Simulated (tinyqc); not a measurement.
# Drift layer from breakdown voltage and on-resistance

Question. An ideal drift layer with a triangular field at breakdown has BV = Ec W/2, N = eps0 eps_r Ec/(q W) and Ron = W/(q mu N). Find Ec, W and N.

Values chosen for this exercise: relative permittivity eps_r = 16; electron mobility of the drift layer mu = 3650 cm^2/(V s).

Constants: q = 1.602176634e-19 C, eps0 = 8.8541878128e-14 F/cm where lengths are in cm. Results are converted to the units shown.

BV = 8.1578668 V
Ron = 0.0017832981 mohm cm^2

Solution. Eliminating W and N gives Ron = 4 BV^2/(eps0 eps_r mu Ec^3), which yields Ec.

Ec = 307 kV/cm
W = 0.532 um
N = 5.10e16 cm^-3

Computed by the program tinyqc: `OMP_NUM_THREADS=1 python tinyqc.py 2120125 2120126 out.jsonl`, one thread of a shared Intel Xeon 2.30GHz, about 0.04 s for the whole run.
